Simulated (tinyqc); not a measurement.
Lattice vibrations of a chain, step by step. Computed by tinyqc, a small Python program that keeps every step. Command: `OMP_NUM_THREADS=1 python tinyqc.py 27664 27665 out.jsonl` (the two numbers bound the seeds that draw the settings). One thread of a shared host (Intel(R) Xeon(R) Processor @ 2.60GHz), about 0.01 s of CPU time with the checks.

## Dynamical matrix at q = 0.49

A chain moving along its axis:
```
atom  mass (u)  spring to the next atom (eV/angstrom^2)
1      17.4000                                  15.0000
2      99.0000                                   2.7000
3      38.6000                                   4.7000
4      83.6000                                  13.4000
```

q is in units of 2 pi/a. A spring k from atom i to atom j, n cells on, adds k to Phi_ii and Phi_jj, -k exp(2 pi i q n) to Phi_ij and the conjugate to Phi_ji (for one atom a cell: 2k (1 - cos 2 pi q n)); D_ij = Phi_ij / sqrt(m_i m_j).

D(q) (eV/(angstrom^2 u)), lower triangle (Hermitian):
```
                1        2        3       4
1          1.6322
2         -0.3614   0.1788
3          0.0000  -0.0437   0.1917
4  0.3506-0.0221i   0.0000  -0.0827  0.2165
```

## Frequencies

omega^2 are the eigenvalues; wavenumber = 521.4708 sqrt(eigenvalue) 1/cm.

eigenvalues: 0.0336  0.1056  0.2884  1.7916

wavenumbers (1/cm): 95.6  169.5  280.0  698.0

weights |e|^2 of the mass-weighted modes:
```
        mode 1  mode 2  mode 3  mode 4
atom 1  0.0885  0.0006  0.0018  0.9090
atom 2  0.4888  0.2931  0.1724  0.0456
atom 3  0.0198  0.5015  0.4786  0.0000
atom 4  0.4028  0.2047  0.3472  0.0453
```

## Dispersion and heat capacity

C/k_B per atom = mean over q = (j + 1/2)/80, j = 0..39 and all branches of y^2 e^y/(e^y - 1)^2, y = hc wavenumber / k_B T.

Wavenumbers (1/cm):
```
q       branch 1  branch 2  branch 3  branch 4
0.0000    0.0000  219.1902  261.0016  698.0701
0.0625   15.5467  217.1779  262.2260  698.0671
0.1250   30.9117  211.8037  265.2663  698.0584
0.1875   45.8831  204.2826  269.0057  698.0454
0.2500   60.1736  195.6085  272.6510  698.0301
0.3125   73.3367  186.6011  275.7631  698.0147
0.3750   84.6045  178.2149  278.1065  698.0017
0.4375   92.6507  171.8691  279.5545  697.9930
0.5000   95.6672  169.4151  280.0436  697.9900
```

Heat capacity:
```
T (K)  C/k_B per atom
20             0.0960
50             0.2315
100            0.4496
200            0.6840
300            0.8038
600            0.9353
1200           0.9824
```

zero-point energy per atom = 18.9259 meV
